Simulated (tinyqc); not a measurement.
Inside a calculation. Model: tunnelling through a gate dielectric, WKB transmission and Tsu-Esaki current.

Numbers from tinyqc (`OMP_NUM_THREADS=1 python tinyqc.py 2540168 2540169 out.jsonl`; about 0.02 s on one thread of a shared Intel Xeon 2.30GHz). Printed values are rounded.

Electrons leave the emitter at x = 0. Energies E (motion across the layers) are in eV from the emitter Fermi level; the collector Fermi level lies at -V and offers states at every E. No charge in the dielectric and no image force: F1 = V/t1, U = phi1 - F1 x. With C = hbar^2/(2 m0), kappa = sqrt(m (U - E)/C) where U > E and 0 elsewhere; T(E) = exp(-S), S = 2 times the integral of kappa over x.

Inputs (values chosen for the exercise); dielectric values close to those of hafnium oxide:
```
symbol,value,unit,meaning
T,77,K,temperature
Ef,0.1,eV,Fermi energy of the emitter above its band bottom
me,1,m0,emitter mass in the supply function
phi1,1.51,eV,barrier of layer 1 above the emitter Fermi level at zero bias
m1,0.21,m0,tunnelling mass of layer 1
t1,2.7,nm,thickness of layer 1
V,0.7,V,voltage across the dielectric
E,0.08,eV,energy of the electron followed
nc,5,,cells in each layer
Ea,-0.1,eV,lower end of the energy grid
Eb,0.062,eV,upper end of the energy grid
nE,15,,points of the energy grid
```

Constants: q = 1.602176634e-19 C, kB = 1.380649e-23 J/K, hbar = 1.054571817e-34 J s, m0 = 9.1093837015e-31 kg, Vt = kB T/q, hbar^2/(2 m0) = 0.0380998212 eV nm^2. Results are converted to the units shown.

## Fields and band edges

F1 = V/t1, U = phi1 - F1 x.

F1 = 2.592593 MV/cm
U at x = t1 = 0.81 eV

## WKB exponent by the midpoint rule

Cut each layer into nc equal cells, take U and kappa at the cell centres, and sum S = 2 sum kappa h.

```
cell    x (nm)    U (eV)  kappa (1/nm)
0     0.270000  1.440000      2.737900
1     0.810000  1.300000      2.593153
2     1.350000  1.160000      2.439833
3     1.890000  1.020000      2.276209
4     2.430000  0.880000      2.099874
```

S = 13.11873
T(E) = 2.007288e-6

## WKB exponent in closed form

Each layer adds (2/F) sqrt(m/C) [G(u at its left edge) - G(u at its right edge)] to S, with u = U - E (0 where negative) and G(u) = (2/3) u^1.5. The slope follows from 1/d = -dS/dE.

S = 13.11626
T(E) = 2.012244e-6
energy d over which T(E) grows by a factor e = 0.16172 eV

The midpoint rule gives S = 13.119, so its T(E) is 0.25 % below this value. The band edge stays above E through the whole stack: direct tunnelling through a trapezoid.

## Current density on a coarse energy grid

J = J0 times the integral of T(E) N(E) dE, N = ln[(1 + exp(-E/Vt))/(1 + exp((-E - V)/Vt))], J0 = q^2 me m0 kB T/(2 pi^2 hbar^3) (times 1e-4 for A/cm^2 per eV), by Simpson's rule on nE equally spaced points from Ea to Eb.

```
point      E (eV)         T(E)            N        T(E) N
0      -0.1000000  6.915730e-7     15.07080   1.042256e-5
1      -0.0884286  7.388722e-7     13.32690   9.846874e-6
2      -0.0768571  7.896592e-7     11.58300   9.146620e-6
3      -0.0652857  8.442113e-7     9.839135   8.306309e-6
4      -0.0537143  9.028300e-7     8.095479   7.308841e-6
5      -0.0421429  9.658425e-7     6.353010   6.136007e-6
6      -0.0305714  1.033605e-6     4.617288   4.772450e-6
7      -0.0190000  1.106503e-6     2.918955   3.229832e-6
8      -0.0074286  1.184959e-6     1.402035   1.661354e-6
9       0.0041429  1.269431e-6    0.4289232   5.444883e-7
10      0.0157143  1.360417e-6   0.08951403   1.217764e-7
11      0.0272857  1.458463e-6   0.01623953   2.368475e-8
12      0.0388571  1.564161e-6  0.002858344   4.470909e-9
13      0.0504286  1.678158e-6  5.003310e-4  8.396344e-10
14      0.0620000  1.801162e-6  8.749390e-5  1.575907e-10
```

J0 = 1.073805e8 A/(cm^2 eV)
J = 69.91637 A/cm^2

The integrand peaks at E = -0.100 eV among these points. A converged quadrature from -Ef to above the barrier gives 69.92 A/cm^2; this grid is within 0.01 % of that.
